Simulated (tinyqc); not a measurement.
Small-signal admittance of a forward-biased p+-n diode: one step of the calculation.

Holes injected into a neutral base of width wb with an ohmic contact at its end; low injection, p0 far above the equilibrium density. A small voltage v exp(i w t), w = 2 pi f, modulates the edge density by p0 v/Vt, and the small-signal density obeys Dp d2p/dx2 = (1/tau + i w) p.

Problem. The same by finite differences. 7 equal intervals, h = wb/7; u = small-signal density over its edge value, u_0 = 1, u_7 = 0; u_(i-1) + b u_i + u_(i+1) = 0 with b = -2 - h^2 (1/tau + i w)/Dp; Y = (q Dp p0/(Vt h)) (-b/2 - u_1), which includes the half box at the edge.

Inputs (values chosen for the exercise); permittivity close to that of gallium arsenide:
```
symbol   value    unit                                   meaning
T          275       K                               temperature
Dp         7.1  cm^2/s                hole diffusion coefficient
tau       2e-8       s                             hole lifetime
wb         2.7      um                 width of the neutral base
p0      8.8e13   cm^-3  excess hole density at the junction edge
f        1.5e8      Hz                          signal frequency
```

Constants: q = 1.602176634e-19 C, kB = 1.380649e-23 J/K, Vt = kB T/q. Results are converted to the units shown.

Give: b; u; Y on the mesh.

Solution.

b = -2.0105-0.1975i
u, node 1 to 6: 0.69851-0.21858i  0.44750-0.30149i  0.26072-0.29919i  0.13576-0.24854i  0.06131-0.17368i  0.02180-0.08853i
Y on the mesh = 33.592+34.752i S/cm^2

tinyqc, about 0.01 s, one thread, Intel Xeon 2.30GHz (shared host): `OMP_NUM_THREADS=1 python tinyqc.py 2890135 2890136 out.jsonl`
